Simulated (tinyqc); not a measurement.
Weaire-Thorpe hybrids on a Bethe lattice: gap and dangling bond of an amorphous tetrahedral solid, step by step. Values are carried at full precision from step to step, so a last printed digit may differ when a step is redone from the rounded ones.

Four sp3 hybrids an atom at energy 0, coupled by -V1 on the atom and by -V2 along a bond; the bonds form a tree (no rings). For any network the gap runs at least from -V2 + V1 to V2 - 3 V1, and p-like states pile up at -V2 + V1 and V2 + V1. On the tree the gap is wider: it ends at Ec = -V1 + sqrt(V2^2 + 4 V1^2 - 2 sqrt3 V1 V2), which makes it well wider than the gaps of the real glasses. A branch seen from a hybrid has the self-energy S = V2^2 g, where g is the Green function of the hybrid across the bond, whose three partners carry S themselves. With a = z - V1, b = a - S: g = 1/(a + V1 b/(b + 3 V1)), z = E + i eta. A full atom has G = (1/b)(b + 3 V1)/(b + 4 V1) per hybrid; a dangling hybrid with shift dh has G = 1/(1/g - dh).

Parameters, chosen for this exercise (of the size of tabulated hybrid energies for amorphous silicon; not measured data):
```
symbol  value  unit  meaning
V1      1.78   eV    coupling of two hybrids on one atom
V2      4.63   eV    coupling of the two hybrids of a bond
E       -1.36  eV    energy
eta     0.05   eV    broadening
dh      0.38   eV    shift of the dangling hybrid (rehybridisation)
```

## Edges

Bounds -V2 + V1 and V2 - 3 V1. On the tree the s-like bands are narrower: E = -V1 -/+ sqrt(V2^2 + 4 V1^2 + V1 V2 e) with e from -2 sqrt3 to 2 sqrt3 (for a crystal, -4 to 4), so the conduction edge is -V1 + sqrt(V2^2 + 4 V1^2 - 2 sqrt3 V1 V2).

edges (eV): Ev -2.8500, Ec(bound) -0.7100, Ec(tree) 0.5783

gaps (eV): (bound, reached in the crystal) 2.1400, (tree) 3.4283

The gap needs no periodicity, only V2 > 2 V1 (here V2/V1 = 2.601); leaving out rings widens it by 1.288 eV. Two parameters give the trend, not the value.

## The self-energy at one energy

S = V2^2 g is a quadratic A S^2 + B S + C = 0 with A = a + V1, B = -(a (a + 4 V1) + V2^2), C = V2^2 (a + 3 V1), a = z - V1. Of the two roots take the one with Im S < 0 (if both qualify, the decaying one, with the smaller |V1 V2 g/(b + 3 V1)|).

A, B, C: -1.3600+0.0500i  -8.9372-0.0420i  47.1612+1.0718i

roots (eV): 3.4568+0.0831i  -10.0183-0.3552i

S = -10.0183-0.3552i eV

## Densities at that energy

With z = E + i eta, b = z - V1 - S: full atom G = (b + 3 V1)/(b (b + 4 V1)); g = S/V2^2; dangling hybrid 1/(1/g - dh); densities -Im G/pi.

G (1/eV): (bulk) 0.1265-0.0069i, (dangling with dh = 0) -0.4673-0.0166i, (dangling with dh) -0.3969-0.0119i
densities (1/eV): (bulk) 0.0022, (dangling with dh = 0) 0.0053, (dangling with dh) 0.0038

## The dangling-bond level

For eta = 0 the level solves 1/g(E) = dh inside the gap (bisection); its weight on the dangling hybrid is 1/(d(1/g)/dE), by central differences with step 1e-5 eV.

level = 0.1995 eV
above Ev = 3.0495 eV
weight on the dangling hybrid = 0.489

The level lies at 89 % of the gap of the tree; 51 % of it spreads over the back bonds.

## Checks

- Conduction edge from the formula against the zero of the discriminant: both 0.578273.
- S from the quadratic against damped iteration of S = V2^2 g: both -10.01826.

tinyqc: `OMP_NUM_THREADS=1 python tinyqc.py 1450855 1450856 out.jsonl`; about 0.02 s, one thread, shared Intel(R) Xeon(R) Processor @ 2.30GHz.
